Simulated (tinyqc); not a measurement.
# Two-step dopant diffusion (predeposition and drive-in) with a constant diffusivity, step by step

A worked calculation. Computed by tinyqc, a small Python program that keeps every step. Command: `OMP_NUM_THREADS=1 python tinyqc.py 3017884 3017885 out.jsonl dopdiff walk`. One thread of a shared host (Intel(R) Xeon(R) Processor @ 2.30GHz), about 0.07 s of CPU time with the checks. Intermediate numbers are printed to about 6 digits and carried at full precision; extremes and crossings named in words are read from the listed rows.

Fick diffusion into a half space x > 0 whose background doping C_B is of the opposite type, so that a junction lies where C = C_B.

Inputs (values chosen for the exercise, modelled on aluminium in silicon): prefactor D0 = 1.26 cm^2/s; activation energy E = 3.43 eV; surface concentration C_s = 7.5e+17 1/cm^3; background doping C_B = 1.1e+14 1/cm^3; predeposition temperature T1 = 1050 C; predeposition time t1 = 45 min; drive-in temperature T2 = 1175 C; drive-in time t2 = 240 min; mean mobility in the layer mu = 250 cm^2/(V s).

Furnace ramps of the drive-in: none.

Constants: k_B = 8.617333262e-05 eV/K; e = 1.602176634e-19 C.

## Diffusivities

D = D0 exp(-E/(k_B T)). Temperatures in kelvin are T(C) + 273.15. Times in seconds are 60 times the minutes.

D1 = 1.08583e-13 cm^2/s

D2 = 1.45700e-12 cm^2/s

product D1 t1 = 2.93173e-10 cm^2

## Thermal budget of the drive-in

(Dt)2 = D2 t2, t2 in seconds.

drive-in budget (Dt)2 = 2.09807e-08 cm^2

## Predeposition

C = C_s erfc(x/(2 sqrt(D1 t1))); dose Q = 2 C_s sqrt(D1 t1/pi); the junction solves erfc(z) = C_B/C_s with x_j = 2 z sqrt(D1 t1).

dose Q = 1.44903e+13 1/cm^2

z = 2.68463

junction depth after predeposition = 0.919342 um

## Drive-in as a Gaussian

With a sealed surface and a thin source, C = Q/sqrt(pi (Dt)2) exp(-x^2/(4 (Dt)2)); x_j = 2 sqrt((Dt)2 ln(C(0)/C_B)); gradient at the junction |dC/dx| = C_B x_j/(2 (Dt)2).

surface concentration C(0) (Gaussian) = 5.64408e+16 1/cm^3

junction depth x_j = 7.23684 um

gradient at the junction = 1.89710e+18 1/cm^4

The drive-in moves the junction from 0.919 to 7.24 um and lowers the surface value by a factor 13.3.

## Sheet resistance

Net dose Q_net = Q erf(x_j/(2 sqrt((Dt)2))) - C_B x_j; R_s = 1/(e mu Q_net), with every dopant ionised and one mobility.

net dose = 1.44048e+13 1/cm^2

sheet resistance R_s (Gaussian) = 1733.18 ohm/square

## Exact junction depth

Exact two-step profile: C = (2 C_s/pi) int_0^alpha exp(-beta (1 + u^2))/(1 + u^2) du with alpha = sqrt(D1 t1/(Dt)2), beta = x^2/(4 (D1 t1 + (Dt)2)). The integral takes 48 Gauss-Legendre points; solve C(x) = C_B.

exact junction depth = 7.26787 um

## Gaussian against the exact two-step profile

Gaussian: C = Q/sqrt(pi (Dt)2) exp(-x^2/(4 (Dt)2)). Depths are fractions of the Gaussian x_j.

Profiles:
```
x/x_j   x (um)  Gaussian (1/cm^3)  exact (1/cm^3)    ratio
0.0    0.00000        5.64408e+16     5.61801e+16  1.00464
0.2    1.44737        4.39729e+16     4.38705e+16  1.00233
0.4    2.89474        2.07951e+16     2.08903e+16  0.99544
0.6    4.34210        5.96926e+15     6.06609e+15  0.98404
0.8    5.78947        1.04008e+15     1.07418e+15  0.96825
1.0    7.23684        1.10000e+14     1.16003e+14  0.94825
1.2    8.68421        7.06162e+12     7.64026e+12  0.92427
```

With D1 t1/(Dt)2 = 0.014, the Gaussian is 0.46 % high at the surface and 5.2 % low at its own junction; the exact junction lies at 7.268 um, 0.43 % deeper. The dose is the same, but the real source already has a width, which is negligible here.

Checks made by the program: exact profile against the direct convolution of the erfc with the Gaussian kernel (relative difference below 1e-10).
